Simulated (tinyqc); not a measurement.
Donors on two lattice sites with valley-orbit split states, step by step. Values are carried at full precision from step to step, so a last printed digit may differ when a step is redone from the rounded ones.

Each donor binds at most one electron, in any of its states. For a site s, W_s = sum over its states of g exp(E/kT), and the ionised share is 1/(1 + W_s exp(eta)), eta = (EF - Ec)/kT; n = Nc F_1/2(eta); neutrality n + NA = ND x (mean ionised share, the two sites in equal numbers); holes are neglected. Nc from N = 2 (m kB T/(4 pi c))^(3/2) with c = hbar^2/2m0, in 1/angstrom^3; times 1e24 for 1/cm^3, m = md. F_j(eta) = (1/Gamma(j + 1)) integral_0^infinity x^j dx/(1 + exp(x - eta)), which tends to exp(eta) for eta << 0.

Constants: hbar^2/2m0 = 3.80998211 eV angstrom^2; kB = 8.617333262e-05 eV/K.

Parameters, chosen for this exercise (near those of nitrogen in 4H-SiC; shifted at random, so the results belong to these values and not to a real crystal):
```
symbol  value                      unit        meaning
md      0.815                      m0          density-of-states mass of the conduction band
E       (58.6, 51.1, 123.6, 75.1)  meV         binding energies of h ground, h excited, k ground, k excited
g       (2, 4, 2, 4)                           their degeneracies with spin
T       225                        K
ND      4e+17                      1/cm^3      donors, half on each site
NA      0                          1/cm^3      compensating acceptors, all ionised
mu0     39                         cm^2/(V s)  mobility at heavy doping
mu1     926                        cm^2/(V s)  mobility at light doping and 300 K
Nr      1.9e+17                    1/cm^3      reference doping
de      0.61                                   doping exponent
ga      2.4                                    temperature exponent
```

## Partition sums of the neutral donor

Give each term g exp(E/kT), W_s, and the effective degeneracy W_s exp(-E_ground/kT).

Nc = 1.1992e+19 1/cm^3

terms: h ground 41.08, h excited 55.80, k ground 1174, k excited 192.4

W_s: h 96.880, k 1366.1

effective degeneracy: h 4.717, k 2.328

The ground state alone would give 2 and all states together 6 on each site; here the excited states hold 58 % and 14 % of the bound electrons on the h and k sites.

## Neutrality

Solve for eta.

eta = -4.629
n = 1.17e+17 1/cm^3

ionised share: h 0.514, k 0.070

n is 0.292 of ND - NA. The deeper k site is ionised 0.14 times as much as the h site.

## Mobility and resistivity

Mobility (Caughey-Thomas form): mu = mu0 + (mu1 (T/300)^(-ga) - mu0)/(1 + ((ND + NA)/Nr)^de); rho = 1/(e n mu), e = 1.602176634e-19 C.

Compare with full ionisation, n = ND - NA.

mu = 741.2 cm^2/(V s)
rho = 0.0721 ohm cm
rho at full ionisation = 0.0211 ohm cm

Incomplete ionisation raises rho by a factor 3.43.

## Checks

- n + NA against ND times the mean ionised share (1/cm^3): both 1.167e+17.

Computed by tinyqc, a small Python program: `OMP_NUM_THREADS=1 python tinyqc.py 1680692 1680693 out.jsonl` (the numbers bound the seed that draws the inputs); one thread of a shared host (Intel(R) Xeon(R) Processor @ 2.30GHz), about 0.01 s for the whole set of steps.
